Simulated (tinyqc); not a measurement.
Configuration-coordinate model of carrier capture at a defect: one step. The multiphonon factor. Three cases, with inputs chosen for the exercise.

Task: Form p, nb, x and ln W, the classical ln W, and the capture time 1/(nu W).

Two parabolas of equal curvature k in one coordinate Q: with the carrier free at the band edge, U_f = k Q^2/2; with the carrier trapped, U_t = k (Q - dQ)^2/2 - ET. ER = k dQ^2/2, Huang-Rhys factor S = ER/hw, hw = 0.0646541 sqrt(k/M) eV for k in eV/angstrom^2 and M in u. The curves cross at a height Eb = (ER - ET)^2/(4 ER) above the free minimum.

Multiphonon factor for giving p = ET/hw phonons to the lattice: W = exp(-S (2 nb + 1)) ((nb + 1)/nb)^(p/2) I_p(x), nb = 1/(exp(hw/kT) - 1), x = 2 S sqrt(nb (nb + 1)), I_p the modified Bessel function. Classical limit: W = hw exp(-Eb/kT)/sqrt(4 pi ER kT). At T = 0: exp(-S) S^p/Gamma(p + 1).

Constants: kB = 8.617333262e-05 eV/K.

Case 1.

Values chosen (of the size met at a deep level in GaN; the results hold for these values, not for the real material): ET = 0.77 eV (thermal depth of the level below the band edge); ER = 0.47 eV (relaxation energy); hw = 0.045 eV (phonon energy of the mode); T = 400 K (temperature); nu = 1e+13 1/s (attempt rate).

Case 2.

Values chosen (of the size met at a vacancy centre in SiC; the results hold for these values, not for the real material): ET = 0.5 eV (thermal depth of the level below the band edge); ER = 0.37 eV (relaxation energy); hw = 0.056 eV (phonon energy of the mode); T = 250 K (temperature); nu = 1e+11 1/s (attempt rate).

Case 3.

Values chosen (of the size met at a DX centre in AlGaAs; the results hold for these values, not for the real material): ET = 0.07 eV (thermal depth of the level below the band edge); ER = 0.79 eV (relaxation energy); hw = 0.01 eV (phonon energy of the mode); T = 200 K (temperature); nu = 1e+12 1/s (attempt rate).

Give: p, nb, x; ln W; capture time.

Result:

Case 1.

p, nb, x: 17.1111  0.3718  14.9184

ln W: quantum -3.616, classical -3.694

capture time = 3.72e-12 s

The quantum factor is 1.08 times the classical one at kT/hw = 0.77: the two agree.

Case 2.

p, nb, x: 8.9286  0.0803  3.8916

ln W: quantum -2.386, classical -2.262

capture time = 1.09e-10 s

The quantum factor is 0.883 times the classical one at kT/hw = 0.38: the classical form serves within a factor of e.

Case 3.

p, nb, x: 7.0000  1.2715  268.5251

ln W: quantum -13.155, classical -13.241

capture time = 5.17e-07 s

The quantum factor is 1.09 times the classical one at kT/hw = 1.72: the two agree.

Computed by tinyqc, one run a case: `OMP_NUM_THREADS=1 python tinyqc.py N N+1 out.jsonl` with N = 1481539, 1482242, 1482375; one thread of a shared Intel(R) Xeon(R) Processor @ 2.30GHz, about 0.01 s a run at most.
